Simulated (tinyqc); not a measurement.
Vacuum evaporation: vapour pressure, source flux, thickness distribution, purity and step coverage. Inputs raised by 2 %, one at a time. Computed by tinyqc, a small Python program. Command: `OMP_NUM_THREADS=1 python tinyqc.py 3111793 3111794 out.jsonl evap sens`. One thread of a shared host (Intel(R) Xeon(R) Processor @ 2.30GHz), about 0.01 s of CPU time with the checks.

Molecular flow, unit sticking of the metal, no re-evaporation. The background gas is taken as water vapour (18.015 g/mol, collision diameter 0.37 nm) at 300 K.

Inputs (values chosen for the exercise, modelled on nickel, with constants for the liquid):
```
quantity                     value    unit
molar mass M                 58.69   g/mol
film density rho               8.9  g/cm^3
vapour-pressure constant A   11.68       -
vapour-pressure constant B   20750       K
source temperature T          1910       K
source area                   0.97    cm^2
directionality n                 1       -
source-to-wafer distance h      40      cm
wafer radius R                  10      cm
background pressure p       0.0008      Pa
sticking of background gas     0.1       -
```

Constants: u = 1.6605390666e-27 kg; k_B = 1.380649e-23 J/K; R = 8.314462618 J/(mol K).

Method:
- log10(p_v/Pa) = A - B/T; flux from the surface Phi = p_v/sqrt(2 pi m k_B T), m = M u.
- Mass loss = Phi x area x m; heat of evaporation = ln(10) R B; d ln Phi/dT = ln(10) B/T^2 - 1/(2 T).
- A small source emits (n + 1) Phi area cos^n(phi)/(2 pi) per solid angle; on a parallel plane at height h and lateral distance l the arrival rate is (n + 1) Phi area/(2 pi h^2) x (1 + (l/h)^2)^(-(n + 3)/2). Growth rate = arrival rate x m/rho, m = M u. The wafer is fixed and centred above the source.
- Mean free path lambda = k_B T_g/(sqrt2 pi d^2 p); unscattered share exp(-h/lambda); gas arrival p/sqrt(2 pi m_g k_B T_g); impurity ratio = sticking x gas arrival/metal arrival; monolayer time = 1e15 cm^-2/(sticking x gas arrival).

Runs; columns: (1) input moved; (2) from; (3) to; (4) growth rate at the centre (nm/s); (5) non-uniformity (max - min)/(max + min) (%); (6) share of the material that lands on the wafer, 1 - (1 + (R/h)^2)^(-(n + 1)/2) (%); (7) impurity ratio:
```
(1)                                 (2)       (3)      (4)     (5)     (6)      (7)
base run                              -         -  0.10889  6.0550  5.8824  0.28833
source temperature T (K)           1910    1948.2  0.17608  6.0550  5.8824  0.17831
source area (cm^2)                 0.97    0.9894  0.11107  6.0550  5.8824  0.28267
source-to-wafer distance h (cm)      40      40.8  0.10466  5.8272  5.6669  0.29997
wafer radius R (cm)                  10      10.2  0.10889  6.2915  6.1055  0.28833
directionality n                      1      1.02  0.10998  6.0852  5.9394  0.28547
background pressure p (Pa)       0.0008  0.000816  0.10889  6.0550  5.8824  0.29409
vapour-pressure constant B (K)    20750     21165  0.06603  6.0550  5.8824  0.47551
```

Exponents ln(y'/y) / ln(x'/x); columns: (1) input; (2) growth rate at the centre; (3) non-uniformity (max - min)/(max + min); (4) share of the material that lands on the wafer, 1 - (1 + (R/h)^2)^(-(n + 1)/2); (5) impurity ratio:
```
(1)                             (2)     (3)     (4)      (5)
source temperature T         24.269   0.000   0.000  -24.269
source area                   1.000   0.000   0.000   -1.000
source-to-wafer distance h   -2.000  -1.937  -1.885    2.000
wafer radius R                0.000   1.935   1.880    0.000
directionality n              0.502   0.251   0.487   -0.502
background pressure p         0.000   0.000   0.000    1.000
vapour-pressure constant B  -25.264   0.000   0.000   25.264
```

To which inputs is each result most sensitive?

Among the inputs moved here: growth rate at the centre answers most in size to vapour-pressure constant B (exponent -25.264), next to source temperature T (+24.269); its exponent is below 0.0005 for wafer radius R, background pressure p. Its exponent -2.000 in source-to-wafer distance h: a point source. Non-uniformity (max - min)/(max + min) answers most in size to source-to-wafer distance h (exponent -1.937), and about equally to wafer radius R (+1.935); its exponent is below 0.0005 for source temperature T, source area, background pressure p, vapour-pressure constant B. Its exponent -1.937 in source-to-wafer distance h: the fall-off goes as (R/h)^2. share of the material that lands on the wafer, 1 - (1 + (R/h)^2)^(-(n + 1)/2) answers most in size to source-to-wafer distance h (exponent -1.885), and about equally to wafer radius R (+1.880); its exponent is below 0.0005 for source temperature T, source area, background pressure p, vapour-pressure constant B. impurity ratio answers most in size to vapour-pressure constant B (exponent +25.264), next to source temperature T (-24.269); its exponent is below 0.0005 for wafer radius R. Its exponent +2.000 in source-to-wafer distance h: the metal flux falls as 1/h^2.
